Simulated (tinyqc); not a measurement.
Field-effect mobility of a thin-film transistor with band-tail and deep states (multiple trapping): one step, computed by the program tinyqc. Command: `OMP_NUM_THREADS=1 python tinyqc.py 3018281 3018282 out.jsonl tft walk`. One thread of a shared host (Intel(R) Xeon(R) Processor @ 2.30GHz), about 0.05 s of CPU time with the checks.

A thick film in accumulation at small drain voltage. Only free electrons move; trapped ones still screen the gate. N_c and mu_0 are held fixed when T changes, leaving out the T^(3/2) growth of N_c. x = E_0 - psi is the distance of the Fermi level below the band edge.

Question. Free and trapped densities. F_j(eta) = int_0^infinity x^j/(1 + exp(x - eta)) dx, without a gamma-function factor. Integrals over x = E/(k_B T) use 160 Gauss-Legendre points in u = sqrt(x) from 0 to sqrt(max(eta, 0) + 32). Free n(x) = N_c (2/sqrt(pi)) F_1/2(-x/k_B T), with F_1/2 from its two-term series in exp(-x/k_B T) for x >= 12 k_B T; tail n_t(x) = int_0^1.2eV g_t exp(-E/E_t)/(1 + exp((x - E)/k_B T)) dE, E counted down from the edge, 120 Gauss-Legendre points; deep charge g_d psi; space charge rho(psi) = n + n_t + g_d psi less its value at psi = 0.

Inputs (values chosen for the exercise, modelled on nanocrystalline ZnO):
```
quantity                           value         unit
effective density of states N_c  3.7e+18       1/cm^3
tail density at the edge g_t     1.6e+20  1/(eV cm^3)
tail width E_t                        36          meV
temperature T                        200            K
```

Deep states: included.

Constants: k_B = 8.617333262e-05 eV/K.

Give: Local densities at x = 0.4, 0.3, 0.2, 0.15, 0.1, 0.05, 0 and -0.05 eV.

Answer.

Local densities at x = 0.4, 0.3, 0.2, 0.15, 0.1, 0.05, 0 and -0.05 eV:
```
x (eV)  n (1/cm^3)  n_t (1/cm^3)  n/(n + n_t)
0.40     3.081e+08     1.298e+14    2.374e-06
0.30     1.020e+11     2.087e+15    4.887e-05
0.20     3.376e+13     3.352e+16    1.006e-03
0.15     6.142e+14     1.337e+17    4.572e-03
0.10     1.116e+16     5.239e+17    2.087e-02
0.05     1.995e+17     1.880e+18    9.597e-02
0.00     2.831e+18     4.556e+18    3.832e-01
-0.05    1.593e+19     5.661e+18    7.378e-01
```

E_t/k_B T = 2.09: deep in the tail n_t follows exp(-x/E_t), more slowly than n, so the free share grows as the Fermi level rises.
